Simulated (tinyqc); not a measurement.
## Thickness from two neighbouring fringes

Problem. At normal incidence a transparent film with an index between those of air and substrate, taken as constant, has reflectance minima at 2 n1 d = (m + 1/2) lam (small phase shifts at the substrate neglected). Find d and the order m of the shorter wavelength.

Parameters, values chosen for the exercise:
```
symbol,value,unit,meaning
n1,1.47,,index of the transparent film
```

wavelengths of two neighbouring reflectance minima (nm): [468, 523.05882]

Answer. Neighbouring orders differ by one: 2 n1 d (1/lam1 - 1/lam2) = 1.

d = 1.51e3 nm
m = 9

Numbers from tinyqc (`OMP_NUM_THREADS=1 python tinyqc.py 2870183 2870184 out.jsonl`; about 0.01 s on one thread of a shared Intel Xeon 2.30GHz).
